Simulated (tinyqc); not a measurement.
# Inversion coefficient and width from gm/I

Inverse problem. Without velocity saturation gm n Vt/I = 2/(1 + sqrt(1 + 4 IC)), IC = I/Ispec, Ispec = 2 n mu Cox (W/L) Vt^2. Find IC and the width W for I = 100 uA.

Inputs (values chosen for the exercise): temperature T = 300 K; gate length L = 28 nm; gate capacitance Cox = 0.89 uF/cm^2; mobility mu = 180 cm^2/(V s); slope factor n = 1.41.

Constants: q = 1.602176634e-19 C, kB = 1.380649e-23 J/K, Vt = kB T/q. Results are converted to the units shown.

gm n Vt/I = 0.73516842

Solution. With x the given ratio, IC = (1 - x)/x^2.

IC = 0.490
W = 18.9 um

Program tinyqc, `OMP_NUM_THREADS=1 python tinyqc.py 2150121 2150122 out.jsonl`; Intel Xeon 2.30GHz, shared host, one thread, about 0.01 s.
